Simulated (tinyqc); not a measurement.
## Ideality, saturation current and resistance from three points

Inverse problem. Well above the saturation current a diode obeys V = n Vt ln(I/I0) + I Rs. Find n, Rs and I0.

Parameters, values chosen for the exercise:
```
symbol,value,unit,meaning
T,300,K,temperature
```

Constants: q = 1.602176634e-19 C, kB = 1.380649e-23 J/K, Vt = kB T/q. Results are converted to the units shown.

currents (A): [1e-6, 0.0009, 0.03]
voltages (V): [0.22060293, 0.42643838, 0.53523608]

Solution. V is linear in the three unknowns n Vt, Rs and -n Vt ln I0, so three points give a linear system.

n = 1.170
Rs = 0.09400 ohm
I0 = 6.800e-10 A

tinyqc, about 0.01 s, one thread, Intel Xeon 2.30GHz (shared host): `OMP_NUM_THREADS=1 python tinyqc.py 2260148 2260149 out.jsonl`
